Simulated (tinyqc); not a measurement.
Coupled-perturbed Hartree-Fock on RHF in the 6-31g basis, for HeH+, spin multiplicity 1, step by step. Computed by tinyqc, a small Python program that keeps every step (integrals from PySCF). Settings: charge = 1, multiplicity = 1, basis = 6-31g, method = RHF, energy threshold = 1e-10, iteration cap = 53, orthogonalisation = canonical, start = Wolfsberg-Helmholz matrix, DIIS depth = 6. Command: `OMP_NUM_THREADS=1 python tinyqc.py 21864 21865 out.jsonl` (the two numbers bound the seeds that draw the settings). One thread of a shared host (Intel(R) Xeon(R) Processor @ 2.60GHz), about 0.2 s of CPU time with the checks. The early iterations of the SCF are left out here.

## One-electron integrals

Geometry (angstrom):
```
atom         x         y         z
He    0.000000  0.000000  0.000000
H     0.000000  0.000000  0.866000
```

Basis 6-31g: exponents (1/bohr^2) and contraction coefficients of normalised primitives:
```
element  l (shell)   exponent  coefficient
He           s (1)  38.421634     0.040140
He           s (1)   5.778030     0.261246
He           s (1)   1.241774     0.793185
He           s (2)   0.297964     1.000000
H            s (1)  18.731137     0.033495
H            s (1)   2.825394     0.234727
H            s (1)   0.640122     0.813757
H            s (2)   0.161278     1.000000
```

Overlap, kinetic and nuclear-attraction integrals over the contracted functions; the nuclear repulsion is the sum of Za Zb / Rab.

nuclear repulsion = 1.22211827 hartree

overlap S, order 1He 1s, 1He 2s, 2H 1s, 2H 2s:
$$\begin{pmatrix}
1.000000 & 0.634148 & 0.230999 & 0.308758 \\
0.634148 & 1.000000 & 0.477390 & 0.704823 \\
0.230999 & 0.477390 & 1.000000 & 0.658292 \\
0.308758 & 0.704823 & 0.658292 & 1.000000
\end{pmatrix}$$

kinetic energy T (hartree), order 1He 1s, 1He 2s, 2H 1s, 2H 2s:
$$\begin{pmatrix}
2.925655 & 0.467227 & 0.029486 & 0.099178 \\
0.467227 & 0.446946 & 0.187131 & 0.179921 \\
0.029486 & 0.187131 & 1.395678 & 0.259735 \\
0.099178 & 0.179921 & 0.259735 & 0.241917
\end{pmatrix}$$

nuclear attraction V (hartree), order 1He 1s, 1He 2s, 2H 1s, 2H 2s:
$$\begin{pmatrix}
-5.416238 & -2.399749 & -0.868083 & -1.124474 \\
-2.399749 & -2.307976 & -1.271867 & -1.484585 \\
-0.868083 & -1.271867 & -2.868200 & -1.519481 \\
-1.124474 & -1.484585 & -1.519481 & -1.632350
\end{pmatrix}$$

core Hamiltonian H = T + V (hartree), order 1He 1s, 1He 2s, 2H 1s, 2H 2s:
$$\begin{pmatrix}
-2.490583 & -1.932522 & -0.838597 & -1.025296 \\
-1.932522 & -1.861030 & -1.084736 & -1.304664 \\
-0.838597 & -1.084736 & -1.472521 & -1.259746 \\
-1.025296 & -1.304664 & -1.259746 & -1.390433
\end{pmatrix}$$

## Two-electron integrals

Functions are numbered as in S; the eight-fold symmetry (ij|kl) = (ji|kl) = (kl|ij) leaves the list below.

Two-electron integrals (ij|kl) in chemists' order, unique and non-zero (hartree):
```
(11|11) 1.543936   (21|11) 0.785447   (21|21) 0.427025   (22|11) 0.803952
(22|21) 0.476190   (22|22) 0.615938   (31|11) 0.264967   (31|21) 0.146923
(31|22) 0.168752   (31|31) 0.060553   (32|11) 0.348560   (32|21) 0.210226
(32|22) 0.281483   (32|31) 0.094409   (32|32) 0.185164   (33|11) 0.599684
(33|21) 0.373273   (33|22) 0.534600   (33|31) 0.185321   (33|32) 0.418834
(33|33) 1.076566   (41|11) 0.365158   (41|21) 0.200685   (41|22) 0.227687
(41|31) 0.072701   (41|32) 0.107597   (41|33) 0.196581   (41|41) 0.095815
(42|11) 0.484234   (42|21) 0.291881   (42|22) 0.393759   (42|31) 0.112282
(42|32) 0.205936   (42|33) 0.420351   (42|41) 0.143302   (42|42) 0.268609
(43|11) 0.379585   (43|21) 0.234717   (43|22) 0.334788   (43|31) 0.109010
(43|32) 0.238678   (43|33) 0.578470   (43|41) 0.121673   (43|42) 0.258354
(43|43) 0.329423   (44|11) 0.483189   (44|21) 0.299109   (44|22) 0.434028
(44|31) 0.124060   (44|32) 0.261963   (44|33) 0.587396   (44|41) 0.150694
(44|42) 0.323039   (44|43) 0.361304   (44|44) 0.453150
```

## Orthogonalisation

S = U s U^T; canonical form X = U s^(-1/2), so that X^T S X = 1. Each column of U has its largest component positive (the first on a tie).

eigenvalues of S: [0.179616, 0.393151, 0.889625, 2.537609]

X, order 1He 1s, 1He 2s, 2H 1s, 2H 2s:
$$\begin{pmatrix}
-0.838215 & 0.636990 & 0.782608 & 0.258375 \\
1.620142 & -0.633112 & 0.244934 & 0.353762 \\
0.440893 & 1.078025 & -0.569495 & 0.294216 \\
-1.430237 & -0.758176 & -0.356760 & 0.340005
\end{pmatrix}$$

## Iteration 7 (converged): orbitals

converged F (hartree), order 1He 1s, 1He 2s, 2H 1s, 2H 2s:
$$\begin{pmatrix}
-1.169044 & -1.384643 & -0.751230 & -0.842359 \\
-1.384643 & -0.997796 & -0.723556 & -0.751406 \\
-0.751230 & -0.723556 & -0.451297 & -0.703603 \\
-0.842359 & -0.751406 & -0.703603 & -0.656419
\end{pmatrix}$$

Diagonalise F' = X^T F X, C = X C', fill 1 alpha and 1 beta electrons from the bottom; D = 2 C_occ C_occ^T. Each column has its largest component positive (the first on a tie).

F' = X^T F X (hartree):
$$\begin{pmatrix}
0.761338 & -0.241606 & -0.424323 & 0.123097 \\
-0.241606 & 0.539090 & -0.043852 & -0.274646 \\
-0.424323 & -0.043852 & -0.349341 & -0.511534 \\
0.123097 & -0.274646 & -0.511534 & -1.305350
\end{pmatrix}$$

orbital energies (hartree): MO1 -1.565276, MO2 -0.307241, MO3 0.455491, MO4 1.062763

coefficients C, order 1He 1s, 1He 2s, 2H 1s, 2H 2s:
$$\begin{pmatrix}
0.598081 & -0.250316 & 0.039461 & -1.168622 \\
0.397960 & -0.671596 & 0.011740 & 1.612848 \\
0.197441 & 0.393709 & 1.250051 & 0.103889 \\
0.011235 & 0.999295 & -1.174324 & -0.696805
\end{pmatrix}$$

D after iteration 7, order 1He 1s, 1He 2s, 2H 1s, 2H 2s:
$$\begin{pmatrix}
0.715402 & 0.476024 & 0.236171 & 0.013439 \\
0.476024 & 0.316744 & 0.157147 & 0.008942 \\
0.236171 & 0.157147 & 0.077966 & 0.004436 \\
0.013439 & 0.008942 & 0.004436 & 0.000252
\end{pmatrix}$$

## Convergence

Stop when the energy changes by less than 1e-10 hartree and every element of the error matrix X^T (F D S - S D F) X is below 3e-06.

Course of the cycle:
```
iteration  E (hartree)     change  largest element of the error matrix
1          -2.86606521          -                             2.44e-01
2          -2.90466545  -3.86e-02                             3.79e-02
3          -2.90582508  -1.16e-03                             3.73e-03
4          -2.90583231  -7.23e-06                             2.41e-04
5          -2.90583234  -3.01e-08                             4.45e-05
6          -2.90583234  -1.12e-09                             1.55e-07
7          -2.90583234  -1.07e-14                             2.84e-11
```

PySCF RHF in the same basis = -2.90583234 hartree

Converged in 7 iterations.

## Integrals over molecular orbitals

(pq|rs) = sum C_ip C_jq C_kr C_ls (ij|kl), one index at a time.

one-electron integrals over orbitals h = C^T H C (hartree):
$$\begin{pmatrix}
-2.562675 & 0.153777 & -0.028528 & 0.263385 \\
0.153777 & -1.250144 & -0.219124 & -0.226737 \\
-0.028528 & -0.219124 & -0.509435 & 0.041287 \\
0.263385 & -0.226737 & 0.041287 & -0.363349
\end{pmatrix}$$

Two-electron integrals over orbitals (pq|rs), unique and non-zero (hartree):
```
(11|11) 0.997399    (21|11) -0.153777   (21|21) 0.097191    (22|11) 0.520047
(22|21) 0.041008    (22|22) 0.544734    (31|11) 0.028528    (31|21) 0.042251
(31|22) 0.073151    (31|31) 0.050006    (32|11) 0.130687    (32|21) 0.026691
(32|22) 0.118697    (32|31) 0.059880    (32|32) 0.115922    (33|11) 0.507466
(33|21) 0.071948    (33|22) 0.547878    (33|31) 0.109863    (33|32) 0.174283
(33|33) 0.628619    (41|11) -0.263385   (41|21) 0.092629    (41|22) -0.045258
(41|31) 0.002178    (41|32) -0.006752   (41|33) -0.012018   (41|41) 0.189670
(42|11) 0.159683    (42|21) -0.027791   (42|22) 0.053003    (42|31) 0.017586
(42|32) 0.039139    (42|33) 0.061951    (42|41) -0.076540   (42|42) 0.050989
(43|11) -0.019555   (43|21) 0.033524    (43|22) 0.044523    (43|31) 0.029959
(43|32) 0.021761    (43|33) 0.057116    (43|41) 0.000754    (43|42) 0.003173
(43|43) 0.029801    (44|11) 0.807891    (44|21) -0.134866   (44|22) 0.436317
(44|31) 0.001089    (44|32) 0.081866    (44|33) 0.414311    (44|41) -0.207503
(44|42) 0.116181    (44|43) -0.033211   (44|44) 0.715809
```

## Response to a field: uncoupled start

dipole integrals <a|z|i> (bohr), order a2, a3, a4:
$$\begin{pmatrix}
0.590082 \\
0.295256 \\
-0.077109
\end{pmatrix}$$

Field along z; U_ai = -mu_ai / (e_a - e_i), alpha = -4 sum U_ai mu_ai.

uncoupled U, order a2, a3, a4:
$$\begin{pmatrix}
-0.469051 \\
-0.146111 \\
0.029341
\end{pmatrix}$$

uncoupled polarisability = 1.288723 bohr^3

## Coupled step 1

U_ai = -(mu_ai + sum_bj [4 (ai|bj) - (ab|ij) - (aj|bi)] U_bj) / (e_a - e_i); alpha = -4 sum U_ai mu_ai.

U after step 1, order a2, a3, a4:
$$\begin{pmatrix}
-0.557450 \\
-0.173248 \\
0.054555
\end{pmatrix}$$

polarisability = 1.537201 bohr^3

## Coupled step 2

As before.

U after step 2, order a2, a3, a4:
$$\begin{pmatrix}
-0.575958 \\
-0.178546 \\
0.061092
\end{pmatrix}$$

polarisability = 1.589160 bohr^3

## Coupled polarisability

Repeat until U stops changing; compare with -d2E/dF2.

Course of the coupled iterations:
```
step  alpha (bohr^3)
0           1.288723
1           1.537201
2           1.589160
3           1.600288
4           1.602688
5           1.603207
6           1.603319
7           1.603343
8           1.603348
9           1.603350
10          1.603350
11          1.603350
12          1.603350
```

coupled polarisability = 1.603350 bohr^3

finite-field check, fields of +/-0.001 au = 1.603351 bohr^3
